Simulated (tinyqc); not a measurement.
# Bandgap voltage reference from two bipolar transistors: output against temperature

Two transistors of area 1 and N carry the same current I. Is(T) = Is (T/T0)^eta exp[(Vg0 q/kB)(1/T0 - 1/T)], VBE1 = Vt ln(I/Is(T)) + I rb, VBE2 = Vt ln(I/(N Is(T))) + I rb/N. The amplifier forces I R1(T) = VBE1 - VBE2 + Vos, with R(T) = R (1 + tc (T - T0)) for both resistors, and the output is Vref = VBE1 + I R2(T). Base currents and the Early effect are neglected.

Vt = kB T/q; I = (Vt ln N + Vos)/(R1(T) - rb (1 - 1/N)).

Inputs (values chosen for the exercise); values of the order met in silicon bipolar transistors:
```
symbol,value,unit,meaning
T0,298,K,reference temperature
Vg0,1.156,V,band-gap voltage extrapolated to 0 K
eta,3.1,,temperature exponent of the saturation current
Is,7.9e-18,A,saturation current of the unit transistor at T0
N,8,,area ratio of the second transistor
R1,20,kohm,"resistor across which the difference of VBE falls, at T0"
tc,900,ppm/K,temperature coefficient of both resistors
Vos,1,mV,offset of the amplifier
rb,0,ohm,series resistance of the unit transistor
R2,212.4,kohm,output resistor at T0
```

Constants: q = 1.602176634e-19 C, kB = 1.380649e-23 J/K. Results are converted to the units shown.

Result of one run:
```
T (K)  I (uA)  VBE1 (V)  I R2 (V)  Vref (V)  Vref - Vref(T0) (mV)  dVref/dT (uV/K)
373     3.177    0.5456    0.7204     1.266                 6.104            57.10
```

What becomes of these results when the temperature T is changed from 373 to 323 K, all else the same?

Result of the changed run:
```
T (K)  I (uA)  VBE1 (V)  I R2 (V)  Vref (V)  Vref - Vref(T0) (mV)  dVref/dT (uV/K)
323     2.879    0.6371    0.6253     1.262                 2.457            89.46
```

The whole series:
```
T (K)  I (uA)  VBE1 (V)  I R2 (V)  Vref (V)  Vref - Vref(T0) (mV)  dVref/dT (uV/K)
218     2.159    0.8232    0.4255     1.249                -11.18            175.3
233     2.270    0.7972    0.4540     1.251                -8.657            161.0
253     2.415    0.7622    0.4921     1.254                -5.618            143.2
273     2.553    0.7268    0.5301     1.257                -2.921            126.6
298     2.720    0.6822    0.5777     1.260                     0            107.3
323     2.879    0.6371    0.6253     1.262                 2.457            89.46
348     3.032    0.5915    0.6729     1.264                 4.483            72.76
373     3.177    0.5456    0.7204     1.266                 6.104            57.10
398     3.317    0.4992    0.7680     1.267                 7.345            42.34
423     3.452    0.4525    0.8156     1.268                 8.228            28.39
```

VBE1 falls by 1.81 mV/K on average and I R2 rises by 1.90 mV/K. The slope of Vref vanishes at T = 478 K. Between 233 and 398 K Vref spans 16.0 mV, or 76.9 ppm/K by the box method (span over the average over T, over 165 K).

Numbers from tinyqc (`OMP_NUM_THREADS=1 python tinyqc.py 2062059 2062060 out.jsonl`; about 0.02 s on one thread of a shared Intel Xeon 2.30GHz).
